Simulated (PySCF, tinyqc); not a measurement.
Worked calculation: CIS on RHF in the sto-3g basis, frozen core, for BeH+, spin multiplicity 1. The lowest restricted solution is unstable here: a spin-polarised one lies 0.0167 hartree lower (PySCF). One step of it, computed by the program tinyqc.

Question. Integrals over molecular orbitals. (pq|rs) = sum C_ip C_jq C_kr C_ls (ij|kl), one index at a time.

coefficients C:
```
               MO1        MO2        MO3       MO4        MO5        MO6
1Be 1s    0.993036  -0.204937  -0.197428  0.000000   0.000000   0.089712
1Be 2s    0.025858   0.689532   0.724389  0.000000   0.000000  -0.390706
1Be 2px   0.000000   0.000000   0.000000  0.219799   0.975545   0.000000
1Be 2py   0.000000   0.000000   0.000000  0.975545  -0.219799   0.000000
1Be 2pz  -0.002022   0.241571  -0.558192  0.000000   0.000000  -0.871775
2H 1s    -0.002694   0.501176  -0.438120  0.000000   0.000000   0.873507
```

core Hamiltonian H = T + V (hartree):
```
            1Be 1s     1Be 2s    1Be 2px    1Be 2py    1Be 2pz      2H 1s
1Be 1s   -8.138769  -2.002756   0.000000   0.000000  -0.008517  -0.141999
1Be 2s   -2.002756  -2.370992   0.000000   0.000000  -0.087391  -0.538953
1Be 2px   0.000000   0.000000  -1.883307   0.000000   0.000000   0.000000
1Be 2py   0.000000   0.000000   0.000000  -1.883307   0.000000   0.000000
1Be 2pz  -0.008517  -0.087391   0.000000   0.000000  -1.941727  -0.659233
2H 1s    -0.141999  -0.538953   0.000000   0.000000  -0.659233  -1.552653
```

Two-electron integrals (ij|kl) in chemists' order, unique and non-zero (hartree):
```
(11|11) 2.298831   (21|11) 0.392036   (21|21) 0.079539   (22|11) 0.570988
(22|21) 0.143041   (22|22) 0.417683   (31|31) 0.014607   (32|31) 0.021888
(32|32) 0.092265   (33|11) 0.569578   (33|21) 0.143083   (33|22) 0.417589
(33|33) 0.449859   (41|41) 0.014607   (42|41) 0.021888   (42|42) 0.092265
(43|43) 0.024249   (44|11) 0.569578   (44|21) 0.143083   (44|22) 0.417589
(44|33) 0.401360   (44|44) 0.449859   (51|51) 0.014607   (52|51) 0.021888
(52|52) 0.092265   (53|53) 0.024249   (54|54) 0.024249   (55|11) 0.569578
(55|21) 0.143083   (55|22) 0.417589   (55|33) 0.401360   (55|44) 0.401360
(55|55) 0.449859   (61|11) 0.026841   (61|21) 0.005448   (61|22) 0.009904
(61|33) 0.009840   (61|44) 0.009840   (61|51) 0.000507   (61|52) 0.000954
(61|55) 0.010036   (61|61) 0.000393   (62|11) 0.096289   (62|21) 0.024641
(62|22) 0.082877   (62|33) 0.079426   (62|44) 0.079426   (62|51) 0.003128
(62|52) 0.022158   (62|55) 0.089693   (62|61) 0.001875   (62|62) 0.029564
(63|31) 0.001792   (63|32) 0.009354   (63|53) 0.003446   (63|63) 0.002058
(64|41) 0.001792   (64|42) 0.009354   (64|54) 0.003446   (64|64) 0.002058
(65|11) 0.116707   (65|21) 0.030124   (65|22) 0.105315   (65|33) 0.099358
(65|44) 0.099358   (65|51) 0.004878   (65|52) 0.033798   (65|55) 0.117108
(65|61) 0.002352   (65|62) 0.041735   (65|65) 0.059773   (66|11) 0.271480
(66|21) 0.070423   (66|22) 0.265225   (66|33) 0.248567   (66|44) 0.248567
(66|51) 0.008433   (66|52) 0.081588   (66|55) 0.298120   (66|61) 0.005368
(66|62) 0.130844   (66|65) 0.192691   (66|66) 0.774606
```

Give: one-electron integrals over orbitals h = C^T H C; Two-electron integrals over orbitals.

Answer.

one-electron integrals over orbitals h = C^T H C (hartree):
```
        1       2       3       4       5       6
1  -8.129   0.178   0.190   0.000   0.000  -0.055
2   0.178  -1.938  -0.100   0.000   0.000   0.241
3   0.190  -0.100  -1.828   0.000   0.000  -0.119
4   0.000   0.000   0.000  -1.883   0.000   0.000
5   0.000   0.000   0.000   0.000  -1.883   0.000
6  -0.055   0.241  -0.119   0.000   0.000  -1.656
```

Two-electron integrals over orbitals (pq|rs), unique and non-zero (hartree); the lowest 1 orbital is frozen and left out:
```
(22|22) 0.437      (32|22) -0.062     (32|32) 0.075      (33|22) 0.332
(33|32) 0.027      (33|33) 0.411      (42|42) 0.047      (43|42) 0.036
(43|43) 0.047      (44|22) 0.345      (44|32) 0.049      (44|33) 0.373
(44|44) 0.450      (52|52) 0.047      (53|52) 0.036      (53|53) 0.047
(54|54) 0.024      (55|22) 0.345      (55|32) 0.049      (55|33) 0.373
(55|44) 0.401      (55|55) 0.450      (62|22) 0.011      (62|32) -0.058
(62|33) 2.09e-03   (62|44) -0.070     (62|55) -0.070     (62|62) 0.113
(63|22) -0.057     (63|32) 0.072      (63|33) 0.043      (63|44) 0.044
(63|55) 0.044      (63|62) -0.063     (63|63) 0.089      (64|42) -0.023
(64|43) -0.005     (64|64) 0.021      (65|52) -0.023     (65|53) -0.005
(65|65) 0.021      (66|22) 0.443      (66|32) -0.066     (66|33) 0.361
(66|44) 0.349      (66|55) 0.349      (66|62) 0.032      (66|63) -0.057
(66|66) 0.477
```
